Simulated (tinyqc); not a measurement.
## Body thickness for a wanted scale length

Problem. A double-gate structure has tan(pi ti/Lambda) tan(pi ts/(2 Lambda)) = ei/eps_r, both angles below pi/2. Find ts.

Inputs (values chosen for the exercise); permittivities: semiconductor close to that of gallium nitride, insulator close to that of silicon nitride:
- eps_r = 9.53 (relative permittivity of the semiconductor)
- ei = 7.83 (relative permittivity of the insulator)
- ti = 3.1 nm (insulator thickness)

Lambda = 10.065029 nm

Answer. The condition is explicit in ts: an arctangent, taken between 0 and pi/2.

ts = 3.300 nm

Program tinyqc, `OMP_NUM_THREADS=1 python tinyqc.py 2420084 2420085 out.jsonl`; Intel Xeon 2.30GHz, shared host, one thread, about 0.01 s.
